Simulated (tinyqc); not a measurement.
# Worked calculation: threshold-voltage variability of a planar MOSFET, analytic estimates

tinyqc, about 0.01 s, one thread, Intel Xeon 2.30GHz (shared host): `OMP_NUM_THREADS=1 python tinyqc.py 2090033 2090034 out.jsonl` Printed values are rounded.

Three independent sources add in quadrature: random dopants in the depleted layer, metal-gate grains of two orientations, and roughness of the two gate edges acting through the roll-off VT = VT(long) - Vr exp(-L/l). These are first-order estimates: no three-dimensional electrostatics, no percolation.

Parameters, values chosen for the exercise; material values close to those of silicon:
- T = 300 K (temperature)
- Eg = 1.12 eV (band gap)
- eps_r = 11.6 (relative permittivity of the semiconductor)
- Nc = 2.83e19 cm^-3 (conduction-band density of states at T)
- Nv = 2.62e19 cm^-3 (valence-band density of states at T)
- Na = 5.6e18 cm^-3 (channel doping)
- ti = 2.3 nm (oxide-equivalent thickness in inversion)
- L = 16 nm (gate length)
- W = 68 nm (gate width)
- G = 15 nm (metal grain size)
- dW = 0.15 eV (work-function difference of the two grain orientations)
- p = 0.3 (share of the orientation of higher work function)
- De = 1.1 nm (rms roughness of one gate edge)
- La = 30 nm (correlation length of the roughness)
- l = 3.4 nm (decay length of the threshold roll-off)
- Vr = 1.6 V (prefactor of the roll-off)
- n = 1.4 (subthreshold factor)
- gI = 20 1/V (gm/I of a matched pair)
- sb = 2.2 % (spread of the gain factor of one device)
- Nb = 65536 (number of cells)
- Y = 0.53 (wanted yield)

Constants: q = 1.602176634e-19 C, kB = 1.380649e-23 J/K, Vt = kB T/q, eps0 = 8.8541878128e-14 F/cm where lengths are in cm. Results are converted to the units shown.

Range of the model: gI s exceeds 0.2, so the linear formula for the current mismatch is only a rough guide.

## Random dopants

ni = sqrt(Nc Nv) exp(-Eg/(2 Vt)), Eg in volts; Cox = 3.9 eps0/ti; Wd = sqrt(4 eps0 eps_r Vt ln(Na/ni)/(q Na)); dopants: s1 = (q/Cox) sqrt(Na Wd/(3 L W)). The slope A1 = s1 sqrt(L W); mean number of dopants Na L W Wd.

Cox = 1.50136 uF/cm^2
Wd = 15.4176 nm
mean number of dopants = 93.9361
A1 = 1.81036 mV um
s1 = 54.8847 mV

Counting alone, 1/sqrt(N) of the depletion voltage q Na Wd/Cox = 921 mV, would give sqrt(3) times more: dopants deep in the layer act less on the surface.

## Metal grains and edge roughness

Grains: Ng = L W/G^2 (at least 1), s2 = dW sqrt(p (1 - p)/Ng). Edges, with exponential correlation and u = W/La: the mean gate length has sL^2 = 2 De^2 (2/u)[1 - (1 - exp(-u))/u]; s3 = sL (Vr/l) exp(-L/l).

Ng = 4.83556
s2 = 31.2592 mV
sL = 1.13618 nm
dVT/dL = 4.25503 mV/nm
s3 = 4.83447 mV

## Total spread, mismatch and leakage

s = sqrt(s1^2 + s2^2 + s3^2). For a pair: s(dVT) = sqrt(2) s; current mismatch sqrt(2) sqrt((gI s)^2 + sb^2); input offset = current mismatch/gI. For a Gaussian VT the off current is log-normal with mean/median = exp(s^2/(2 (n Vt)^2)).

s = 63.3470 mV
s(dVT) = 89.5862 mV
current mismatch = 179.199 %
input offset = 89.5997 mV
mean/median of Ioff = 4.62610

The dopants give 75.1 % of the variance; without them s would be 31.6 mV. A current mismatch this large is beyond the linear estimate.

## Iteration 1: margin in standard deviations for the wanted yield

k at the start = 3

Cells fail independently with probability Q(k) = erfc(k/sqrt(2))/2 when the margin is k standard deviations, and Y = exp(-Nb Q(k)). phi = exp(-k^2/2)/sqrt(2 pi). Newton steps on ln Q(k) = ln(-ln(Y)/Nb): k(new) = k + [ln Q - ln(-ln(Y)/Nb)] Q/phi.

Q(k) = 0.00134990
phi = 0.00443185
k after iteration 1 = 4.50375

## Iteration 2: margin in standard deviations for the wanted yield

As before.

Q(k) = 3.33828e-6
phi = 1.57164e-5
k after iteration 2 = 4.27745

## Course of the iteration: margin in standard deviations for the wanted yield

Stop when k changes by less than 1e-9, or after 30 iterations.

Course of the iteration:
```
iteration        k  |change|
1          4.50375      1.50
2          4.27745     0.226
3          4.27198   5.47e-3
4          4.27197   3.20e-6
5          4.27197  1.09e-12
```

Converged in 5 iterations. At the end the number of correct digits about doubles with each step. With s(dVT) = 89.6 mV, 4.27 standard deviations are 383 mV.
